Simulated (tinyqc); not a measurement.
Transverse acoustic branch against its sound line: Keating valence-force model of a tetrahedral crystal. Computed by tinyqc, a small Python program. Command: `OMP_NUM_THREADS=1 python tinyqc.py 3009492 3009493 out.jsonl keating walk`. One thread of a shared host (Intel(R) Xeon(R) Processor @ 2.30GHz), about 0.02 s of CPU time with the checks.

Atom A sits at 0 and atom B at a/4 (1,1,1) of an fcc lattice; the four bonds from A are t = a/4 (1,1,1), a/4 (1,-1,-1), a/4 (-1,1,-1), a/4 (-1,-1,1), of length d = sqrt(3) a/4. Energy: E = (3 alpha/(8 d^2)) sum over bonds (r.r - d^2)^2 + (3 beta/(8 d^2)) sum over pairs of bonds at one atom (r_i.r_j + d^2/3)^2, with beta_A for the six pairs at A and beta_B for the six at B. The cell holds two atoms, Omega = a^3/4. 1 N/m = 1 J/m^2. With constants fitted to the elastic moduli this model puts optical and zone-boundary frequencies of real crystals too high, by up to about 20 % in elemental crystals and up to about 50 % in compounds, and mostly by more for TA modes; in compounds the lattice part of the static dielectric constant then comes out too low.

Inputs (values chosen for the exercise, modelled on cubic gallium nitride):

| quantity | value | unit |
|---|---|---|
| lattice constant a | 4.52 | angstrom |
| mass M_A | 69.72 | u |
| mass M_B | 14.007 | u |
| bond stretching alpha | 78.1 | N/m |
| bond bending beta_A | 16.9 | N/m |
| bond bending beta_B | 16.9 | N/m |

Structure: zinc blende.

Constants: nu for 1 eV/(angstrom^2 u) = 15.6333042 THz; 1 eV/angstrom^2 = 16.02176634 J/m^2; u = 1.6605390666e-27 kg.

Method:
- beta = (beta_A + beta_B)/2; C11 = (alpha + 3 beta)/a, C12 = (alpha - beta)/a, C44 = 4 alpha beta/(a (alpha + beta)); with the two sublattices clamped C44(0) = (alpha + beta)/a; internal-strain parameter zeta = (alpha - beta)/(alpha + beta); B = (C11 + 2 C12)/3.
- With displacements u exp(i q.r), each bracket changes by g.u, where g = (g_A, g_B): bond t, g = (-2 t, 2 t exp(i q.t)); pair (i, j) at A, g = (-(t_i + t_j), t_i exp(i q.t_j) + t_j exp(i q.t_i)); pair at B, g = (-t_i exp(-i q.t_j) - t_j exp(-i q.t_i), t_i + t_j). Then D_mn = sum over the 4 bonds and 12 pairs of (4 k/a^2) conj(g_m) g_n / sqrt(M_m M_n), with k = alpha or beta converted to eV/angstrom^2. Only the short-range forces enter; the Coulomb field of the charges is left out.
- An eigenvalue lambda of D in eV/(angstrom^2 u) gives nu = 15.6333042 THz x sqrt(lambda).
- The sound line is nu = v q/(2 pi) with v = sqrt(C44/rho), rho = (M_A + M_B)/Omega; the clamped line uses C44(0).

C44 = 122.952 GPa

clamped C44(0) = 210.177 GPa

Frequencies (THz) along G-X:

| q (2 pi/a) | lowest branch | sound line, relaxed C44 | sound line, clamped C44(0) | third-lowest frequency | highest frequency |
|---|---|---|---|---|---|
| 0.05 | 0.4994 | 0.4998 | 0.653 | 0.7602 | 22.292 |
| 0.15 | 1.4890 | 1.4995 | 1.960 | 2.2638 | 22.286 |
| 0.30 | 2.9142 | 2.9990 | 3.921 | 4.4146 | 22.265 |
| 0.45 | 4.2088 | 4.4984 | 5.881 | 6.3417 | 22.227 |
| 0.60 | 5.3006 | 5.9979 | 7.842 | 7.9391 | 22.177 |
| 0.75 | 6.1140 | 7.4974 | 9.802 | 9.1087 | 22.124 |
| 0.90 | 6.5786 | 8.9969 | 11.763 | 9.7679 | 22.086 |
| 1.00 | 6.6695 | 9.9965 | 13.070 | 9.8961 | 22.078 |

What follows from these numbers?

At small q the branch follows the relaxed line (0.999 of it, against 0.764 of the clamped one): in a long shear wave the sublattices shift against each other. At X it reaches 67 % of the relaxed line. Real tetrahedral semiconductors have flatter TA branches than a Keating model fitted to their elastic constants, which needs longer-ranged terms to mend.

Extremes, crossings and ranges named in words are read from the listed rows.
